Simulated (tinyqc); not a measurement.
Double-gate transistor, scale length and short-channel effects: one step of the calculation.

A body of thickness ts between two insulators of thickness ti and two tied gates. Below threshold the potential that source and drain add obeys Laplace's equation and vanishes on the gate. Its lowest mode decays along the channel as exp(-k y); k is the smallest positive root of the matching condition at the interface, and the scale length is Lambda = pi/k.

Task. Decay constant by Newton steps. f(k) = ei cos(k ti) cos(k ts/2) - eps_r sin(k ti) sin(k ts/2); f' by a central difference with +/- 1e-5 1/nm; k(new) = k - f/f'.

Values chosen for this exercise; permittivities: semiconductor close to that of gallium nitride, insulator close to that of silicon dioxide: relative permittivity of the semiconductor eps_r = 9.67; relative permittivity of the insulator ei = 3.93; insulator thickness ti = 1.4 nm; body thickness ts = 9.2 nm.

k after iteration 1 = 0.20619582 1/nm

Find: f; f'; k after iteration 2.

Result.

f = -0.040808
f' = -32.921 nm
k after iteration 2 = 0.20496 1/nm

Program tinyqc, `OMP_NUM_THREADS=1 python tinyqc.py 2420026 2420027 out.jsonl`; Intel Xeon 2.30GHz, shared host, one thread, about 0.01 s.
